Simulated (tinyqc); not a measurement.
UHF in the sto-3g basis, for H4+, spin multiplicity 2, step by step. This run ends on a higher stationary point, not on the lowest solution. Computed by tinyqc, a small Python program that keeps every step (integrals from PySCF). Settings: charge = 1, multiplicity = 2, basis = sto-3g, energy threshold = 1e-10, iteration cap = 64, orthogonalisation = symmetric, start = highest core orbitals, DIIS depth = 8, method = UHF. Command: `OMP_NUM_THREADS=1 python tinyqc.py 28291 28292 out.jsonl` (the two numbers bound the seeds that draw the settings). One thread of a shared host (Intel(R) Xeon(R) Processor @ 2.60GHz), about 0.05 s of CPU time with the checks. Later iterations appear only in the table of the cycle.

## One-electron integrals

Geometry (angstrom):
```
atom       x       y       z
H     0.0000  0.0000  0.0000
H     0.0000  0.0000  1.1560
H     0.0000  2.1970  0.0000
H     0.0000  2.1970  1.1560
```

Basis sto-3g: exponents (1/bohr^2) and contraction coefficients of normalised primitives:
```
element  l (shell)  exponent  coefficient
H            s (1)    3.4253       0.1543
H            s (1)    0.6239       0.5353
H            s (1)    0.1689       0.4446
```

Overlap, kinetic and nuclear-attraction integrals over the contracted functions; the nuclear repulsion is the sum of Za Zb / Rab.

nuclear repulsion = 1.823573 hartree

overlap S, order 1H 1s, 2H 1s, 3H 1s, 4H 1s:
$$\begin{pmatrix}
1.0000 & 0.4096 & 0.0855 & 0.0512 \\
0.4096 & 1.0000 & 0.0512 & 0.0855 \\
0.0855 & 0.0512 & 1.0000 & 0.4096 \\
0.0512 & 0.0855 & 0.4096 & 1.0000
\end{pmatrix}$$

kinetic energy T (hartree), order 1H 1s, 2H 1s, 3H 1s, 4H 1s:
$$\begin{pmatrix}
0.7600 & 0.0632 & -0.0114 & -0.0108 \\
0.0632 & 0.7600 & -0.0108 & -0.0114 \\
-0.0114 & -0.0108 & 0.7600 & 0.0632 \\
-0.0108 & -0.0114 & 0.0632 & 0.7600
\end{pmatrix}$$

nuclear attraction V (hartree), order 1H 1s, 2H 1s, 3H 1s, 4H 1s:
$$\begin{pmatrix}
-2.1308 & -0.8000 & -0.1447 & -0.0890 \\
-0.8000 & -2.1308 & -0.0890 & -0.1447 \\
-0.1447 & -0.0890 & -2.1308 & -0.8000 \\
-0.0890 & -0.1447 & -0.8000 & -2.1308
\end{pmatrix}$$

core Hamiltonian H = T + V (hartree), order 1H 1s, 2H 1s, 3H 1s, 4H 1s:
$$\begin{pmatrix}
-1.3707 & -0.7369 & -0.1561 & -0.0998 \\
-0.7369 & -1.3707 & -0.0998 & -0.1561 \\
-0.1561 & -0.0998 & -1.3707 & -0.7369 \\
-0.0998 & -0.1561 & -0.7369 & -1.3707
\end{pmatrix}$$

## Two-electron integrals

Functions are numbered as in S; the eight-fold symmetry (ij|kl) = (ji|kl) = (kl|ij) leaves the list below.

Two-electron integrals (ij|kl) in chemists' order, unique and non-zero (hartree):
```
(11|11) 0.7746   (21|11) 0.2432   (21|21) 0.1033   (22|11) 0.4302
(22|21) 0.2432   (22|22) 0.7746   (31|11) 0.0381   (31|21) 0.0137
(31|22) 0.0277   (31|31) 0.0037   (32|11) 0.0196   (32|21) 0.0086
(32|22) 0.0211   (32|31) 0.0020   (32|32) 0.0013   (33|11) 0.2405
(33|21) 0.0948   (33|22) 0.2130   (33|31) 0.0381   (33|32) 0.0211
(33|33) 0.7746   (41|11) 0.0211   (41|21) 0.0086   (41|22) 0.0196
(41|31) 0.0020   (41|32) 0.0012   (41|33) 0.0196   (41|41) 0.0013
(42|11) 0.0277   (42|21) 0.0137   (42|22) 0.0381   (42|31) 0.0027
(42|32) 0.0020   (42|33) 0.0277   (42|41) 0.0020   (42|42) 0.0037
(43|11) 0.0948   (43|21) 0.0398   (43|22) 0.0948   (43|31) 0.0137
(43|32) 0.0086   (43|33) 0.2432   (43|41) 0.0086   (43|42) 0.0137
(43|43) 0.1033   (44|11) 0.2130   (44|21) 0.0948   (44|22) 0.2405
(44|31) 0.0277   (44|32) 0.0196   (44|33) 0.4302   (44|41) 0.0211
(44|42) 0.0381   (44|43) 0.2432   (44|44) 0.7746
```

## Orthogonalisation

S = U s U^T; symmetric (Loewdin) form X = U s^(-1/2) U^T, so that X^T S X = 1.

eigenvalues of S: [0.5560, 0.6248, 1.2729, 1.5463]

X, order 1H 1s, 2H 1s, 3H 1s, 4H 1s:
$$\begin{pmatrix}
1.0742 & -0.2289 & -0.0395 & -0.0016 \\
-0.2289 & 1.0742 & -0.0016 & -0.0395 \\
-0.0395 & -0.0016 & 1.0742 & -0.2289 \\
-0.0016 & -0.0395 & -0.2289 & 1.0742
\end{pmatrix}$$

## Starting guess

The start is the highest orbitals of the core Hamiltonian (a deliberately bad start); D(s) = C_occ C_occ^T for each spin.

D(alpha) at the start, order 1H 1s, 2H 1s, 3H 1s, 4H 1s:
$$\begin{pmatrix}
0.8498 & -0.8498 & -0.0495 & 0.0495 \\
-0.8498 & 0.8498 & 0.0495 & -0.0495 \\
-0.0495 & 0.0495 & 0.8498 & -0.8498 \\
0.0495 & -0.0495 & -0.8498 & 0.8498
\end{pmatrix}$$

D(beta) at the start, order 1H 1s, 2H 1s, 3H 1s, 4H 1s:
$$\begin{pmatrix}
0.4496 & -0.4496 & -0.4496 & 0.4496 \\
-0.4496 & 0.4496 & 0.4496 & -0.4496 \\
-0.4496 & 0.4496 & 0.4496 & -0.4496 \\
0.4496 & -0.4496 & -0.4496 & 0.4496
\end{pmatrix}$$

## Iteration 1: building the Fock matrix

J_ij = sum D_kl (ij|kl) with D = D(alpha) + D(beta), K_ij = sum D_kl (ik|jl) for each spin; F = H + J - K(s); E = tr D H + tr D J / 2 - 0.5 sum_s tr D(s) K(s) + E_nn.

Coulomb J (hartree), order 1H 1s, 2H 1s, 3H 1s, 4H 1s:
$$\begin{pmatrix}
1.2514 & 0.4964 & 0.0974 & 0.0595 \\
0.4964 & 1.2514 & 0.0595 & 0.0974 \\
0.0974 & 0.0595 & 1.2514 & 0.4964 \\
0.0595 & 0.0974 & 0.4964 & 1.2514
\end{pmatrix}$$

exchange K(alpha) (hartree), order 1H 1s, 2H 1s, 3H 1s, 4H 1s:
$$\begin{pmatrix}
0.3323 & -0.0397 & 0.0183 & 0.0005 \\
-0.0397 & 0.3323 & 0.0005 & 0.0183 \\
0.0183 & 0.0005 & 0.3323 & -0.0397 \\
0.0005 & 0.0183 & -0.0397 & 0.3323
\end{pmatrix}$$

exchange K(beta) (hartree), order 1H 1s, 2H 1s, 3H 1s, 4H 1s:
$$\begin{pmatrix}
0.1658 & -0.0184 & -0.0291 & 0.0271 \\
-0.0184 & 0.1658 & 0.0271 & -0.0291 \\
-0.0291 & 0.0271 & 0.1658 & -0.0184 \\
0.0271 & -0.0291 & -0.0184 & 0.1658
\end{pmatrix}$$

F(alpha) (hartree), order 1H 1s, 2H 1s, 3H 1s, 4H 1s:
$$\begin{pmatrix}
-0.4516 & -0.2007 & -0.0770 & -0.0408 \\
-0.2007 & -0.4516 & -0.0408 & -0.0770 \\
-0.0770 & -0.0408 & -0.4516 & -0.2007 \\
-0.0408 & -0.0770 & -0.2007 & -0.4516
\end{pmatrix}$$

F(beta) (hartree), order 1H 1s, 2H 1s, 3H 1s, 4H 1s:
$$\begin{pmatrix}
-0.2850 & -0.2220 & -0.0295 & -0.0674 \\
-0.2220 & -0.2850 & -0.0674 & -0.0295 \\
-0.0295 & -0.0674 & -0.2850 & -0.2220 \\
-0.0674 & -0.0295 & -0.2220 & -0.2850
\end{pmatrix}$$

total energy of this density = -0.280889 hartree

## Iteration 1: diagonalisation and new density

Diagonalise F' = X^T F X, C = X C', fill 2 alpha and 1 beta electrons from the bottom; D(s) = C_occ C_occ^T. Each column has its largest component positive (the first on a tie).

F' = X^T F X (alpha) (hartree):
$$\begin{pmatrix}
-0.4409 & -0.0181 & -0.0378 & -0.0012 \\
-0.0181 & -0.4409 & -0.0012 & -0.0378 \\
-0.0378 & -0.0012 & -0.4409 & -0.0181 \\
-0.0012 & -0.0378 & -0.0181 & -0.4409
\end{pmatrix}$$

orbital energies (alpha) (hartree): MO1 -0.4980, MO2 -0.4594, MO3 -0.4199, MO4 -0.3861

coefficients C (alpha), order 1H 1s, 2H 1s, 3H 1s, 4H 1s:
$$\begin{pmatrix}
0.4021 & 0.6326 & 0.4432 & 0.6705 \\
0.4021 & -0.6326 & 0.4432 & -0.6705 \\
0.4021 & 0.6326 & -0.4432 & -0.6705 \\
0.4021 & -0.6326 & -0.4432 & 0.6705
\end{pmatrix}$$

F' = X^T F X (beta) (hartree):
$$\begin{pmatrix}
-0.2336 & -0.1228 & 0.0182 & -0.0523 \\
-0.1228 & -0.2336 & -0.0523 & 0.0182 \\
0.0182 & -0.0523 & -0.2336 & -0.1228 \\
-0.0523 & 0.0182 & -0.1228 & -0.2336
\end{pmatrix}$$

orbital energies (beta) (hartree): MO1 -0.3906, MO2 -0.3223, MO3 -0.1813, MO4 -0.0403

coefficients C (beta), order 1H 1s, 2H 1s, 3H 1s, 4H 1s:
$$\begin{pmatrix}
0.4021 & 0.4432 & 0.6705 & 0.6326 \\
0.4021 & 0.4432 & -0.6705 & -0.6326 \\
0.4021 & -0.4432 & -0.6705 & 0.6326 \\
0.4021 & -0.4432 & 0.6705 & -0.6326
\end{pmatrix}$$

D(alpha) after iteration 1, order 1H 1s, 2H 1s, 3H 1s, 4H 1s:
$$\begin{pmatrix}
0.5618 & -0.2385 & 0.5618 & -0.2385 \\
-0.2385 & 0.5618 & -0.2385 & 0.5618 \\
0.5618 & -0.2385 & 0.5618 & -0.2385 \\
-0.2385 & 0.5618 & -0.2385 & 0.5618
\end{pmatrix}$$

D(beta) after iteration 1, order 1H 1s, 2H 1s, 3H 1s, 4H 1s:
$$\begin{pmatrix}
0.1617 & 0.1617 & 0.1617 & 0.1617 \\
0.1617 & 0.1617 & 0.1617 & 0.1617 \\
0.1617 & 0.1617 & 0.1617 & 0.1617 \\
0.1617 & 0.1617 & 0.1617 & 0.1617
\end{pmatrix}$$

## Iteration 2: building the Fock matrix

As before.

Coulomb J (hartree), order 1H 1s, 2H 1s, 3H 1s, 4H 1s:
$$\begin{pmatrix}
1.2369 & 0.5041 & 0.0996 & 0.0616 \\
0.5041 & 1.2369 & 0.0616 & 0.0996 \\
0.0996 & 0.0616 & 1.2369 & 0.5041 \\
0.0616 & 0.0996 & 0.5041 & 1.2369
\end{pmatrix}$$

exchange K(alpha) (hartree), order 1H 1s, 2H 1s, 3H 1s, 4H 1s:
$$\begin{pmatrix}
0.4149 & 0.1674 & 0.1507 & 0.0693 \\
0.1674 & 0.4149 & 0.0693 & 0.1507 \\
0.1507 & 0.0693 & 0.4149 & 0.1674 \\
0.0693 & 0.1507 & 0.1674 & 0.4149
\end{pmatrix}$$

exchange K(beta) (hartree), order 1H 1s, 2H 1s, 3H 1s, 4H 1s:
$$\begin{pmatrix}
0.2484 & 0.1887 & 0.1032 & 0.0958 \\
0.1887 & 0.2484 & 0.0958 & 0.1032 \\
0.1032 & 0.0958 & 0.2484 & 0.1887 \\
0.0958 & 0.1032 & 0.1887 & 0.2484
\end{pmatrix}$$

F(alpha) (hartree), order 1H 1s, 2H 1s, 3H 1s, 4H 1s:
$$\begin{pmatrix}
-0.5488 & -0.4002 & -0.2072 & -0.1075 \\
-0.4002 & -0.5488 & -0.1075 & -0.2072 \\
-0.2072 & -0.1075 & -0.5488 & -0.4002 \\
-0.1075 & -0.2072 & -0.4002 & -0.5488
\end{pmatrix}$$

F(beta) (hartree), order 1H 1s, 2H 1s, 3H 1s, 4H 1s:
$$\begin{pmatrix}
-0.3822 & -0.4215 & -0.1598 & -0.1340 \\
-0.4215 & -0.3822 & -0.1340 & -0.1598 \\
-0.1598 & -0.1340 & -0.3822 & -0.4215 \\
-0.1340 & -0.1598 & -0.4215 & -0.3822
\end{pmatrix}$$

total energy of this density = -1.219529 hartree

## Iteration 2: DIIS over 2 matrices

error matrix X^T (FDS - SDF) X (alpha):
$$\begin{pmatrix}
0.0000 & 0.0000 & 0.0000 & 0.0000 \\
0.0000 & 0.0000 & 0.0000 & 0.0000 \\
0.0000 & 0.0000 & 0.0000 & 0.0000 \\
0.0000 & 0.0000 & 0.0000 & 0.0000
\end{pmatrix}$$

B (overlaps of the stored error matrices):
$$\begin{pmatrix}
0.0000000e+00 & 0.0000000e+00 \\
0.0000000e+00 & 0.0000000e+00
\end{pmatrix}$$

Minimise |sum c_i e_i|^2 with sum c_i = 1: solve [B -1; -1 0][c; lambda] = [0; -1] with B_ij = tr e_i^T e_j summed over both spins, and take F = sum c_i F_i.

DIIS coefficients: [1.0003, -0.0003]

extrapolated F(alpha) (hartree), order 1H 1s, 2H 1s, 3H 1s, 4H 1s:
$$\begin{pmatrix}
-0.4516 & -0.2007 & -0.0769 & -0.0408 \\
-0.2007 & -0.4516 & -0.0408 & -0.0769 \\
-0.0769 & -0.0408 & -0.4516 & -0.2007 \\
-0.0408 & -0.0769 & -0.2007 & -0.4516
\end{pmatrix}$$

extrapolated F(beta) (hartree), order 1H 1s, 2H 1s, 3H 1s, 4H 1s:
$$\begin{pmatrix}
-0.2850 & -0.2220 & -0.0295 & -0.0673 \\
-0.2220 & -0.2850 & -0.0673 & -0.0295 \\
-0.0295 & -0.0673 & -0.2850 & -0.2220 \\
-0.0673 & -0.0295 & -0.2220 & -0.2850
\end{pmatrix}$$

## Iteration 2: diagonalisation and new density

As before.

F' = X^T F X (alpha) (hartree):
$$\begin{pmatrix}
-0.4409 & -0.0181 & -0.0378 & -0.0012 \\
-0.0181 & -0.4409 & -0.0012 & -0.0378 \\
-0.0378 & -0.0012 & -0.4409 & -0.0181 \\
-0.0012 & -0.0378 & -0.0181 & -0.4409
\end{pmatrix}$$

orbital energies (alpha) (hartree): MO1 -0.4979, MO2 -0.4594, MO3 -0.4199, MO4 -0.3862

coefficients C (alpha), order 1H 1s, 2H 1s, 3H 1s, 4H 1s:
$$\begin{pmatrix}
0.4021 & 0.6326 & 0.4432 & 0.6705 \\
0.4021 & -0.6326 & 0.4432 & -0.6705 \\
0.4021 & 0.6326 & -0.4432 & -0.6705 \\
0.4021 & -0.6326 & -0.4432 & 0.6705
\end{pmatrix}$$

F' = X^T F X (beta) (hartree):
$$\begin{pmatrix}
-0.2336 & -0.1228 & 0.0182 & -0.0523 \\
-0.1228 & -0.2336 & -0.0523 & 0.0182 \\
0.0182 & -0.0523 & -0.2336 & -0.1228 \\
-0.0523 & 0.0182 & -0.1228 & -0.2336
\end{pmatrix}$$

orbital energies (beta) (hartree): MO1 -0.3905, MO2 -0.3222, MO3 -0.1814, MO4 -0.0403

coefficients C (beta), order 1H 1s, 2H 1s, 3H 1s, 4H 1s:
$$\begin{pmatrix}
0.4021 & 0.4432 & 0.6705 & 0.6326 \\
0.4021 & 0.4432 & -0.6705 & -0.6326 \\
0.4021 & -0.4432 & -0.6705 & 0.6326 \\
0.4021 & -0.4432 & 0.6705 & -0.6326
\end{pmatrix}$$

D(alpha) after iteration 2, order 1H 1s, 2H 1s, 3H 1s, 4H 1s:
$$\begin{pmatrix}
0.5618 & -0.2385 & 0.5618 & -0.2385 \\
-0.2385 & 0.5618 & -0.2385 & 0.5618 \\
0.5618 & -0.2385 & 0.5618 & -0.2385 \\
-0.2385 & 0.5618 & -0.2385 & 0.5618
\end{pmatrix}$$

D(beta) after iteration 2, order 1H 1s, 2H 1s, 3H 1s, 4H 1s:
$$\begin{pmatrix}
0.1617 & 0.1617 & 0.1617 & 0.1617 \\
0.1617 & 0.1617 & 0.1617 & 0.1617 \\
0.1617 & 0.1617 & 0.1617 & 0.1617 \\
0.1617 & 0.1617 & 0.1617 & 0.1617
\end{pmatrix}$$

## Iteration 3: building the Fock matrix

As before.

Coulomb J (hartree), order 1H 1s, 2H 1s, 3H 1s, 4H 1s:
$$\begin{pmatrix}
1.2369 & 0.5041 & 0.0996 & 0.0616 \\
0.5041 & 1.2369 & 0.0616 & 0.0996 \\
0.0996 & 0.0616 & 1.2369 & 0.5041 \\
0.0616 & 0.0996 & 0.5041 & 1.2369
\end{pmatrix}$$

exchange K(alpha) (hartree), order 1H 1s, 2H 1s, 3H 1s, 4H 1s:
$$\begin{pmatrix}
0.4149 & 0.1674 & 0.1507 & 0.0693 \\
0.1674 & 0.4149 & 0.0693 & 0.1507 \\
0.1507 & 0.0693 & 0.4149 & 0.1674 \\
0.0693 & 0.1507 & 0.1674 & 0.4149
\end{pmatrix}$$

exchange K(beta) (hartree), order 1H 1s, 2H 1s, 3H 1s, 4H 1s:
$$\begin{pmatrix}
0.2484 & 0.1887 & 0.1032 & 0.0958 \\
0.1887 & 0.2484 & 0.0958 & 0.1032 \\
0.1032 & 0.0958 & 0.2484 & 0.1887 \\
0.0958 & 0.1032 & 0.1887 & 0.2484
\end{pmatrix}$$

F(alpha) (hartree), order 1H 1s, 2H 1s, 3H 1s, 4H 1s:
$$\begin{pmatrix}
-0.5488 & -0.4002 & -0.2072 & -0.1075 \\
-0.4002 & -0.5488 & -0.1075 & -0.2072 \\
-0.2072 & -0.1075 & -0.5488 & -0.4002 \\
-0.1075 & -0.2072 & -0.4002 & -0.5488
\end{pmatrix}$$

F(beta) (hartree), order 1H 1s, 2H 1s, 3H 1s, 4H 1s:
$$\begin{pmatrix}
-0.3822 & -0.4215 & -0.1598 & -0.1340 \\
-0.4215 & -0.3822 & -0.1340 & -0.1598 \\
-0.1598 & -0.1340 & -0.3822 & -0.4215 \\
-0.1340 & -0.1598 & -0.4215 & -0.3822
\end{pmatrix}$$

total energy of this density = -1.219529 hartree

## Iteration 3 (converged): orbitals

As before.

F' = X^T F X (alpha) (hartree):
$$\begin{pmatrix}
-0.4502 & -0.2075 & -0.1571 & -0.0023 \\
-0.2075 & -0.4502 & -0.0023 & -0.1571 \\
-0.1571 & -0.0023 & -0.4502 & -0.2075 \\
-0.0023 & -0.1571 & -0.2075 & -0.4502
\end{pmatrix}$$

orbital energies (alpha) (hartree): MO1 -0.8172, MO2 -0.4983, MO3 -0.3975, MO4 -0.0878

coefficients C (alpha), order 1H 1s, 2H 1s, 3H 1s, 4H 1s:
$$\begin{pmatrix}
0.4021 & 0.4432 & 0.6326 & 0.6705 \\
0.4021 & 0.4432 & -0.6326 & -0.6705 \\
0.4021 & -0.4432 & 0.6326 & -0.6705 \\
0.4021 & -0.4432 & -0.6326 & 0.6705
\end{pmatrix}$$

F' = X^T F X (beta) (hartree):
$$\begin{pmatrix}
-0.2430 & -0.3122 & -0.1011 & -0.0535 \\
-0.3122 & -0.2430 & -0.0535 & -0.1011 \\
-0.1011 & -0.0535 & -0.2430 & -0.3122 \\
-0.0535 & -0.1011 & -0.3122 & -0.2430
\end{pmatrix}$$

orbital energies (beta) (hartree): MO1 -0.7098, MO2 -0.4006, MO3 0.0216, MO4 0.1170

coefficients C (beta), order 1H 1s, 2H 1s, 3H 1s, 4H 1s:
$$\begin{pmatrix}
0.4021 & 0.4432 & 0.6326 & 0.6705 \\
0.4021 & 0.4432 & -0.6326 & -0.6705 \\
0.4021 & -0.4432 & 0.6326 & -0.6705 \\
0.4021 & -0.4432 & -0.6326 & 0.6705
\end{pmatrix}$$

D(alpha) after iteration 3, order 1H 1s, 2H 1s, 3H 1s, 4H 1s:
$$\begin{pmatrix}
0.3581 & 0.3581 & -0.0347 & -0.0347 \\
0.3581 & 0.3581 & -0.0347 & -0.0347 \\
-0.0347 & -0.0347 & 0.3581 & 0.3581 \\
-0.0347 & -0.0347 & 0.3581 & 0.3581
\end{pmatrix}$$

D(beta) after iteration 3, order 1H 1s, 2H 1s, 3H 1s, 4H 1s:
$$\begin{pmatrix}
0.1617 & 0.1617 & 0.1617 & 0.1617 \\
0.1617 & 0.1617 & 0.1617 & 0.1617 \\
0.1617 & 0.1617 & 0.1617 & 0.1617 \\
0.1617 & 0.1617 & 0.1617 & 0.1617
\end{pmatrix}$$

## Convergence

Stop when the energy changes by less than 1e-10 hartree and every element of the error matrix X^T (F D S - S D F) X (for each spin) is below 3e-06.

Course of the cycle:
```
iteration  E (hartree)     change  largest element of the error matrix
1            -0.280889          -                             6.40e-16
2            -1.219529  -9.39e-01                             2.00e-14
3            -1.219529     0.0000                             2.04e-14
```

PySCF UHF in the same basis, after a stability check = -1.634810 hartree

Converged in 3 iterations. But the solution lies 0.41528 hartree above the reference: it is another stationary point, not the lowest one. Reruns (cap 100 unless said): damping 0.5: converged in 36; level shift 0.5: converged in 2 to a higher stationary point; atomic densities as start, DIIS 8: converged in 3.

## Populations, bond orders and dipole

Mulliken: Z minus the diagonal of D S on the atom; Loewdin: the same with S^(1/2) D S^(1/2); Mayer order: 2 sum_s sum (D(s) S)_ij (D(s) S)_ji over the two atoms.

Charges (e):
```
atom  Mulliken  Loewdin  Mulliken spin
1H      0.2500   0.2500         0.2500
2H      0.2500   0.2500         0.2500
3H      0.2500   0.2500         0.2500
4H      0.2500   0.2500         0.2500
```

Mayer bond orders:
```
pair   order
2-1   0.6250
3-1   0.1250
3-2   0.1250
4-1   0.1250
4-2   0.1250
4-3   0.6250
```

dipole moment about the origin, x y z (debye): [0.0000, 5.2763, 2.7763]

<S^2> of the determinant (pure state: 0.75) = 0.7500
